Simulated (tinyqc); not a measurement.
From results back to parameters: Brillouin zone and empty-lattice bands of the diamond structure. Three cases, with inputs chosen for the exercise.

Problem. At the centre of a zone face two plane waves are mixed by V > 0: levels E0 -/+ V, masses normal to the face 1/(1 -/+ 2 E0/V), E0 = c0 k^2, c0 = hbar^2/2m0. The gap and the mass of the upper band are given.

Constants: hbar^2/2m0 = 3.80998211 eV angstrom^2.

Find: V; E0; k; spacing of the lattice planes, pi/k.

Method. V is half the gap; 2 E0/V = 1/m - 1; k = |G|/2 = pi/d.

Case 1.

gap = 0.806102 eV
mass of the upper band = 0.0539145 m0

Solution.

V = 0.4031 eV
E0 = 3.536 eV
k = 0.9634 1/angstrom
spacing of the lattice planes, pi/k = 3.261 angstrom

Case 2.

gap = 0.311127 eV
mass of the upper band = 0.0199751 m0

Solution.

V = 0.1556 eV
E0 = 3.816 eV
k = 1.0008 1/angstrom
spacing of the lattice planes, pi/k = 3.139 angstrom

Case 3.

gap = 0.791960 eV
mass of the upper band = 0.0529832 m0

Solution.

V = 0.3960 eV
E0 = 3.539 eV
k = 0.9638 1/angstrom
spacing of the lattice planes, pi/k = 3.260 angstrom

Computed by tinyqc, one run a case: `OMP_NUM_THREADS=1 python tinyqc.py N N+1 out.jsonl` with N = 1850135, 1850490, 1850668; one thread of a shared Intel(R) Xeon(R) Processor @ 2.30GHz, about 0.02 s a run at most.
